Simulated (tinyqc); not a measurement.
Inside a calculation. Model: resistance of a tapered via with liner, size effect and interface.

Numbers from tinyqc (`OMP_NUM_THREADS=1 python tinyqc.py 2750157 2750158 out.jsonl`; about 0.01 s on one thread of a shared Intel Xeon 2.30GHz). Printed values are rounded.

A round via whose diameter grows from db at the bottom as D(z) = db + 2 z/tan(ang). The fill, of diameter D - 2 tl, starts above the bottom liner (thickness fb tl) and has rho = rho0 (1 + ks lam/(D - 2 tl)); the sidewall liner conducts in parallel with it. The bottom liner and the interface are crossed over the full area pi db^2/4. Spreading in the lines above and below is left out.

Parameters, values chosen for the exercise; fill metal close to ruthenium:
- db = 12 nm (diameter at the bottom)
- hv = 38 nm (height)
- ang = 89 degrees (sidewall angle)
- rho0 = 7.97 uohm cm (bulk resistivity of the fill)
- lam = 6.73 nm (mean free path of the fill)
- ks = 1.1 (size-effect factor)
- tl = 0.5 nm (liner on the sidewall)
- fb = 1 (liner at the bottom over that on the sidewall)
- rl = 360 uohm cm (resistivity of the liner)
- ri = 1.9e-12 ohm cm^2 (interface resistivity at the bottom)
- Sb = 1.5e15 S/m^2 (ballistic conductance per area, about 3/(4 rho0 lam))

## Slices of the via

Slices between z0 = fb tl and hv, evaluated at their midpoints: conductance per length pi/4 [(D - 2 tl)^2/rho + (D^2 - (D - 2 tl)^2)/rl], slice resistance = slice height over that. 8 slices.

```
slice    z (nm)    D (nm)  rho (uohm cm)  slice resistance (ohm)
0      2.843750  12.09928       13.28583                6.392095
1      7.531250  12.26292       13.20860                6.172502
2      12.21875  12.42656       13.13358                5.963739
3      16.90625  12.59020       13.06067                5.765118
4      21.59375  12.75384       12.98980                5.576005
5      26.28125  12.91748       12.92087                5.395815
6      30.96875  13.08112       12.85381                5.224005
7      35.65625  13.24476       12.78854                5.060072
```

## Total resistance

R_fill = sum of the slices; R_bottom = rl fb tl/(pi db^2/4); R_interface = ri/(pi db^2/4); ballistic (Sharvin) limit 1/(Sb pi (db - 2 tl)^2/4); ideal cylinder rho0 hv/(pi db^2/4).

parts (ohm): fill 45.54935, bottom liner 15.91549, interface 1.679969
R = 63.14481 ohm
shares (%): fill 72.13475, bottom liner 25.20475, interface 2.66050
ballistic limit = 7.015094 ohm
ideal cylinder = 26.77870 ohm

The fill is the largest part, and R is 2.36 times the ideal cylinder. With 2000 slices R = 63.148 ohm.
